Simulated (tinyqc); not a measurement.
# Fully depleted semiconductor-on-insulator film with two gates, non-linear Poisson equation by Newton steps: effects of single changes

One dimension across the film, front interface at x = 0, back interface at x = ts. psi is counted from the intrinsic level, n = ni exp(psi/Vt) (source grounded), holes neglected, acceptors ionised. Gates act through Cox = eps0 eox/tox and Cbox = 3.9 eps0/tb with potentials G1 = Vg - (phiM - chi - Vt ln(Nc/ni)) and G2 = Vb - (phiB - chi - Vt ln(Nc/ni)). Classical Boltzmann densities, no interface charge, no depletion in the back plane.

Inputs (values chosen for the exercise); band and dielectric values close to those of silicon: temperature T = 300 K; band gap Eg = 1.13 eV; relative permittivity eps_r = 11.8; conduction-band density of states at T Nc = 2.76e19 cm^-3; valence-band density of states at T Nv = 2.67e19 cm^-3; electron affinity chi = 4.06 eV; relative permittivity of the gate insulator (close to silicon dioxide) eox = 3.9; insulator thickness tox = 2.8 nm; film thickness ts = 27 nm; buried-oxide thickness (eps_r 3.9) tb = 11 nm; acceptor density of the film Na = 3.7e16 cm^-3; work function of the front gate phiM = 4.66 eV; work function of the back plane phiB = 4.11 eV; back-gate voltage Vb = 0 V.

Constants: q = 1.602176634e-19 C, kB = 1.380649e-23 J/K, Vt = kB T/q, eps0 = 8.8541878128e-14 F/cm where lengths are in cm. Results are converted to the units shown.

Each table varies one quantity; the others keep the values above.

## Charge against front-gate voltage

ni = sqrt(Nc Nv) exp(-Eg/(2 Vt)), Eg in volts. The Poisson equation eps0 eps_r d2psi/dx2 = q (n + Na), with -eps0 eps_r dpsi/dx = Cox (G1 - psi) at x = 0 and eps0 eps_r dpsi/dx = Cbox (G2 - psi) at x = ts, is solved on 300 equal intervals with half boxes at both ends; N_inv is the trapezoid sum of n. Swing = ln 10/(d ln N_inv/dVg); the last column is (dN_inv/dVb)/(dN_inv/dVg).

Charge against front-gate voltage:
columns A: Vg (V); B: psi front (V); C: psi back (V); D: N_inv (cm^-2); E: centroid/ts; F: swing (mV/decade); G: q dN_inv/dVg over Cox; H: back/front leverage
```
A          B      C        D       E       F        G      H
0.02  0.0419  0.243   3.36e7   0.878     112  8.97e-5  0.880
0.17   0.173  0.315   7.67e8   0.830     109  0.00211  0.816
0.32   0.304  0.384  1.79e10   0.735     115   0.0466  0.696
0.47   0.419  0.426  2.04e11   0.526     191    0.319  0.451
0.62   0.492  0.437  7.77e11   0.306     360    0.645  0.290
0.77   0.531  0.439  1.62e12   0.199     609    0.797  0.245
0.92   0.556  0.440  2.59e12   0.146     895    0.864  0.228
1.07   0.573  0.440  3.61e12   0.116  1.20e3    0.899  0.220
1.22   0.587  0.440  4.66e12  0.0966  1.51e3    0.921  0.216
```

N_inv passes 1e11 cm^-2 at Vg = 0.417 V. The swing starts at 112 mV a decade, against (1 + k) Vt ln 10 = 67.9 for a front channel with k = Cs Cbox/(Cox (Cs + Cbox)) = 0.141, Cs = eps0 eps_r/ts; above threshold this column is no longer a subthreshold swing. The centroid falls from 0.878 to 0.0966 of ts and the leverage of the back gate falls from 0.880 to 0.216. For Vg = 0.92, 1.07, 1.22 the density at an interface exceeds 0.3 Nc, where Boltzmann statistics fail. For Vg = 1.22 the classical centroid lies within 3 nm of an interface, where confinement, left out, would push it away.

## Threshold and coupling against the film thickness

VT is the Vg for N_inv = 1e11 cm^-2; -dVT/dVb from the linearised equation. Limits with Cs = eps0 eps_r/ts: front channel Cs Cbox/(Cox (Cs + Cbox)), back channel Cbox (Cox + Cs)/(Cox Cs). Swing at N_inv = 1e8 cm^-2.

Results:
```
ts (nm)  VT (V)  centroid/ts at VT  -dVT/dVb  front-channel limit  back-channel limit  swing (mV/decade)
4         0.474              0.515     0.298                0.227               0.375               78.0
5.6       0.463              0.524     0.316                0.218               0.423               79.7
11        0.441              0.553     0.376                0.191               0.585               86.4
15        0.432              0.573     0.420                0.175               0.705               92.2
21        0.422              0.597     0.486                0.156               0.886                101
29        0.416              0.621     0.568                0.136                1.13                114
40        0.414              0.639     0.661                0.116                1.46                132
```

Estimate the missing row, ts = 7.7 nm.

Computed row:
```
ts (nm)  VT (V)  centroid/ts at VT  -dVT/dVb  front-channel limit  back-channel limit  swing (mV/decade)
7.7       0.453              0.536     0.339                0.207               0.486               82.1
```

With this row back in the table: As ts goes from 4 to 40, VT falls from 0.474 to 0.414 V, the centroid rises from 0.515 to 0.639 of ts and -dVT/dVb rises from 0.298 to 0.661. The coupling covers 48.1 % of the way from the front-channel to the back-channel limit in the first row and 40.7 % in the last. For ts = 4, 5.6, 7.7 the film is thin enough for confinement to raise VT, which is left out.

Program tinyqc, `OMP_NUM_THREADS=1 python tinyqc.py 2190092 2190093 out.jsonl`; Intel Xeon 2.30GHz, shared host, one thread, about 0.4 s.
